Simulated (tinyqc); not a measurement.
Comparisons within one model: quaternary alloy A(x)B(1-x)C(y)D(1-y) matched to a substrate. A value that a table varies takes the place of the one given here.

Q(x,y) = x y Q_AC + x (1 - y) Q_AD + (1 - x) y Q_BC + (1 - x)(1 - y) Q_BD for the lattice constant. Gap, rule 1: Q(x,y) - x (1 - x)[y C_ABC + (1 - y) C_ABD] - y (1 - y)[x C_ACD + (1 - x) C_BCD]. Rule 2 (mean of ternaries): {x (1 - x)[y T_ABC(x) + (1 - y) T_ABD(x)] + y (1 - y)[x T_ACD(y) + (1 - x) T_BCD(y)]}/{x (1 - x) + y (1 - y)}, T_ABC(x) = x E_AC + (1 - x) E_BC - C_ABC x (1 - x), T_ACD(y) = y E_AC + (1 - y) E_AD - C_ACD y (1 - y), and alike. Only the Gamma valley is followed.

Matching a(x,y) = a_s gives x = (a_s - y a_BC - (1 - y) a_BD)/(y (a_AC - a_BC) + (1 - y)(a_AD - a_BD)).
Constants: hc = 1239.841984 eV nm.

Parameters, chosen for this exercise (AC, AD, BC, BD near GaAs, GaP, InAs and InP; substrate near InP; not measured data): a = (5.649, 5.457, 6.05, 5.868) angstrom (lattice constants of AC, AD, BC, BD); Eg = (1.506, 2.881, 0.414, 1.43) eV (gaps at Gamma of AC, AD, BC, BD); Cb = (0.489, 0.731, 0.179, 0.106) eV (bowing of ABC, ABD, ACD, BCD); a_s = 5.868 angstrom (substrate); y = 0.98 (fraction of C).

## Along the matched line

x follows from y.

Results:

| y | x | bilinear (eV) | rule 1 (eV) | rule 2 (eV) | wavelength 1 (nm) | wavelength 2 (nm) |
|---|---|---|---|---|---|---|
| 0.03 | 0.0133 | 1.4187 | 1.4061 | 1.4136 | 882 | 877 |
| 0.15 | 0.0667 | 1.3707 | 1.3134 | 1.3471 | 944 | 920 |
| 0.27 | 0.1204 | 1.3186 | 1.2255 | 1.2793 | 1012 | 969 |
| 0.39 | 0.1744 | 1.2623 | 1.1424 | 1.2102 | 1085 | 1025 |
| 0.51 | 0.2287 | 1.2018 | 1.0640 | 1.1395 | 1165 | 1088 |
| 0.63 | 0.2833 | 1.1369 | 0.9899 | 1.0665 | 1252 | 1163 |
| 0.75 | 0.3383 | 1.0678 | 0.9203 | 0.9897 | 1347 | 1253 |
| 0.87 | 0.3936 | 0.9942 | 0.8548 | 0.9051 | 1450 | 1370 |
| 0.99 | 0.4492 | 0.9163 | 0.7934 | 0.7994 | 1563 | 1551 |

The matched alloys span 0.793 to 1.406 eV by rule 1, monotonically in y. Along the line dx/dy is +0.445 between the first two rows and +0.464 between the last two. In energy the two rules differ most at y = 0.63, by 77 meV (90 nm there), which measures how far the ternary data leave the interior open. Miscibility gaps are not considered.

## What each parameter does

x is matched anew each time. Each row changes one parameter from the base and keeps the others.

Results:

| case | x | rule 1 (eV) | rule 2 (eV) |
|---|---|---|---|
| base | 0.4446 | 0.7983 | 0.8098 |
| y = 0.97 | 0.4399 | 0.8033 | 0.8198 |
| a_s = 5.872 angstrom | 0.4346 | 0.7880 | 0.7994 |
| Cb = (0.587, 0.877, 0.215, 0.127) eV | 0.4446 | 0.7733 | 0.7871 |
| Eg = (1.556, 2.881, 0.414, 1.43) eV | 0.4446 | 0.8201 | 0.8316 |
| a = (5.659, 5.457, 6.05, 5.868) angstrom | 0.4557 | 0.8100 | 0.8215 |

The largest shifts from the base row, up to three for each result and ties (the steps differ in size, so this ranks the rows, not the parameters). x: a +0.0111, a_s -0.0100, y -0.0046; unchanged at the printed digits by Cb and Eg. rule 1 (eV): Cb -0.0250, Eg +0.0218, a +0.0117. rule 2 (eV): Cb -0.0227, Eg +0.0218, a +0.0117.

(tinyqc, `OMP_NUM_THREADS=1 python tinyqc.py 1050653 1050654 out.jsonl`, Intel(R) Xeon(R) Processor @ 2.30GHz, 1 thread, shared host, about 0.01 s.)
